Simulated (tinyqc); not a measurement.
Inside a calculation. Method: plane-wave Kohn-Sham cycle with exchange-only LDA in a layered model solid. Computed by tinyqc, a small Python program that keeps every step. Settings: points = 16, plane-wave index or count = 3, electrons = 4, k points = 4, area = 31.0, mixing = 0.1, iteration cap = 75. Command: `OMP_NUM_THREADS=1 python tinyqc.py 24735 24736 out.jsonl` (the two numbers bound the seeds that draw the settings). One thread of a shared host (Intel(R) Xeon(R) Processor @ 2.60GHz), about 0.03 s of CPU time with the checks. Later iterations appear only in the table of the cycle.

## Iteration 1: potential

A solid whose potential varies along x alone (atomic units):
```
parameter,value
period a,14.000000
cross-section of the cell,31.000000
electrons per cell,4
grid points,16
"plane waves -n..n, n",3
k points,4
V1 in V1 cos(2 pi x/a),-0.490000
V2 in V2 cos(4 pi x/a),-0.100000
```

density at the start, on the grid x_j = j a/N (e/bohr^3): 0.00921659  0.00921659  0.00921659  0.00921659  0.00921659  0.00921659  0.00921659  0.00921659  0.00921659  0.00921659  0.00921659  0.00921659  0.00921659  0.00921659  0.00921659  0.00921659

V_H(G) = 4 pi rho(G)/G^2 for G != 0 (uniform background); v_x = -(3 rho/pi)^(1/3); V = V_ext + V_H + v_x; Fourier components f(G_m) = (1/N) sum_j f(x_j) exp(-i G_m x_j).

Potentials on the grid (hartree):
```
x,V_ext,V_H,v_x,V
0.000000,-0.590000,0.000000,-0.206465,-0.796465
0.875000,-0.523412,0.000000,-0.206465,-0.729877
1.750000,-0.346482,0.000000,-0.206465,-0.552948
2.625000,-0.116804,0.000000,-0.206465,-0.323270
3.500000,0.100000,0.000000,-0.206465,-0.106465
4.375000,0.258226,0.000000,-0.206465,0.051760
5.250000,0.346482,0.000000,-0.206465,0.140017
6.125000,0.381990,0.000000,-0.206465,0.175525
7.000000,0.390000,0.000000,-0.206465,0.183535
7.875000,0.381990,0.000000,-0.206465,0.175525
8.750000,0.346482,0.000000,-0.206465,0.140017
9.625000,0.258226,0.000000,-0.206465,0.051760
10.500000,0.100000,0.000000,-0.206465,-0.106465
11.375000,-0.116804,0.000000,-0.206465,-0.323270
12.250000,-0.346482,0.000000,-0.206465,-0.552948
13.125000,-0.523412,0.000000,-0.206465,-0.729877
```

V(G_m), m = 0, 1, 2, ... (hartree): -0.206465  -0.245000  -0.050000  0.000000  0.000000  0.000000  0.000000

## Iteration 1: Hamiltonian at one k

k = 0.125000 2 pi / a

H(m,m') = (k + G_m)^2/2 delta + V(G_m - G_m'), with V(-G) = V(G).

H (hartree):
```
,-3,-2,-1,+0,+1,+2,+3
-3,0.625968,-0.245000,-0.050000,0.000000,0.000000,0.000000,0.000000
-2,-0.245000,0.147594,-0.245000,-0.050000,0.000000,0.000000,0.000000
-1,-0.050000,-0.245000,-0.129359,-0.245000,-0.050000,0.000000,0.000000
+0,0.000000,-0.050000,-0.245000,-0.204892,-0.245000,-0.050000,0.000000
+1,0.000000,0.000000,-0.050000,-0.245000,-0.079004,-0.245000,-0.050000
+2,0.000000,0.000000,0.000000,-0.050000,-0.245000,0.248304,-0.245000
+3,0.000000,0.000000,0.000000,0.000000,-0.050000,-0.245000,0.777033
```

## Iteration 1: levels at that k

Diagonalise the Hermitian matrix.

eigenvalues (hartree): -0.599352  -0.238035  0.038836  0.247924  0.328649  0.732340  0.875283

## Iteration 1: new density

Motion across x is left out: the lowest 2 band(s) hold two electrons at each of the k points (j + 1/2)/nk - 1/2. Residual R = rho(out) - rho(in); rho(new) = rho(in) + 0.1 R. rho(out) = 2/(a A nk) sum |psi|^2 with psi = sum c exp(i G x). Harris energy E = band energy - dV sum rho (V_H/2 + v_x) + (3/4) dV sum rho v_x with rho(in), dV = a A/N, band energy = (2/nk) sum of the filled levels.

rho(out) (e/bohr^3): 0.02152112  0.02358600  0.02200395  0.01241463  0.00388928  0.00078232  0.00019777  0.00008341  0.00002961  0.00008341  0.00019777  0.00078232  0.00388928  0.01241463  0.02200395  0.02358600

density after iteration 1 (e/bohr^3): 0.01044704  0.01065353  0.01049533  0.00953639  0.00868386  0.00837316  0.00831471  0.00830327  0.00829789  0.00830327  0.00831471  0.00837316  0.00868386  0.00953639  0.01049533  0.01065353

energy per cell = -1.46683284 hartree

## Iteration 2: potential

As before.

Potentials on the grid (hartree):
```
x,V_ext,V_H,v_x,V
0.000000,-0.590000,0.085140,-0.215272,-0.720133
0.875000,-0.523412,0.079007,-0.216681,-0.661086
1.750000,-0.346482,0.059365,-0.215603,-0.502720
2.625000,-0.116804,0.028139,-0.208826,-0.297492
3.500000,0.100000,-0.006285,-0.202408,-0.108693
4.375000,0.258226,-0.036052,-0.199965,0.022209
5.250000,0.346482,-0.057896,-0.199498,0.089088
6.125000,0.381990,-0.071094,-0.199407,0.111489
7.000000,0.390000,-0.075509,-0.199364,0.115127
7.875000,0.381990,-0.071094,-0.199407,0.111489
8.750000,0.346482,-0.057896,-0.199498,0.089088
9.625000,0.258226,-0.036052,-0.199965,0.022209
10.500000,0.100000,-0.006285,-0.202408,-0.108693
11.375000,-0.116804,0.028139,-0.208826,-0.297492
12.250000,-0.346482,0.059365,-0.215603,-0.502720
13.125000,-0.523412,0.079007,-0.216681,-0.661086
```

V(G_m), m = 0, 1, 2, ... (hartree): -0.206213  -0.209027  -0.048472  0.000069  0.000305  0.000141  0.000020

## Iteration 2: Hamiltonian at one k

k = 0.125000 2 pi / a

As before.

H (hartree):
```
,-3,-2,-1,+0,+1,+2,+3
-3,0.626220,-0.209027,-0.048472,0.000069,0.000305,0.000141,0.000020
-2,-0.209027,0.147846,-0.209027,-0.048472,0.000069,0.000305,0.000141
-1,-0.048472,-0.209027,-0.129107,-0.209027,-0.048472,0.000069,0.000305
+0,0.000069,-0.048472,-0.209027,-0.204640,-0.209027,-0.048472,0.000069
+1,0.000305,0.000069,-0.048472,-0.209027,-0.078752,-0.209027,-0.048472
+2,0.000141,0.000305,0.000069,-0.048472,-0.209027,0.248556,-0.209027
+3,0.000020,0.000141,0.000305,0.000069,-0.048472,-0.209027,0.777285
```

## Iteration 2: levels at that k

As before.

eigenvalues (hartree): -0.535191  -0.199608  0.037784  0.221500  0.306401  0.705853  0.850670

## Iteration 2: new density

As before.

rho(out) (e/bohr^3): 0.02095373  0.02280041  0.02148480  0.01279882  0.00454533  0.00113479  0.00032998  0.00013234  0.00005878  0.00013234  0.00032998  0.00113479  0.00454533  0.01279882  0.02148480  0.02280041

density after iteration 2 (e/bohr^3): 0.01149771  0.01186822  0.01159427  0.00986264  0.00827001  0.00764932  0.00751623  0.00748618  0.00747398  0.00748618  0.00751623  0.00764932  0.00827001  0.00986264  0.01159427  0.01186822

energy per cell = -1.27382435 hartree

## Convergence

Stop when sqrt(dV sum R^2) is below 1e-8, dV = a A/N.

Course of the cycle:
```
iteration,E (hartree),norm of the residual
1,-1.46683284,2.03e-01
2,-1.27382435,1.76e-01
3,-1.12832227,1.49e-01
4,-1.02210781,1.25e-01
5,-0.94825663,1.00e-01
6,-0.90075319,7.66e-02
7,-0.87370554,5.41e-02
8,-0.86076715,3.54e-02
9,-0.85574953,2.36e-02
10,-0.85409349,1.87e-02
11,-0.85352497,1.67e-02
...,...,...
65,-0.85266192,2.76e-05
66,-0.85266192,2.47e-05
67,-0.85266192,2.22e-05
68,-0.85266192,1.99e-05
69,-0.85266192,1.79e-05
70,-0.85266192,1.60e-05
71,-0.85266192,1.44e-05
72,-0.85266192,1.29e-05
73,-0.85266192,1.16e-05
74,-0.85266192,1.04e-05
75,-0.85266192,9.36e-06
```

Not converged within 75 iterations: the residual falls steadily but slowly, by a factor of about 0.90 a step. Reruns (cap 100 unless said): mixing 0.5, Kerker q0 1.0: converged in 58 (E = -0.85266); mixing 0.3, Pulay depth 5: converged in 18 (E = -0.85266); the original settings with a cap of 400: converged in 141 (E = -0.85266).
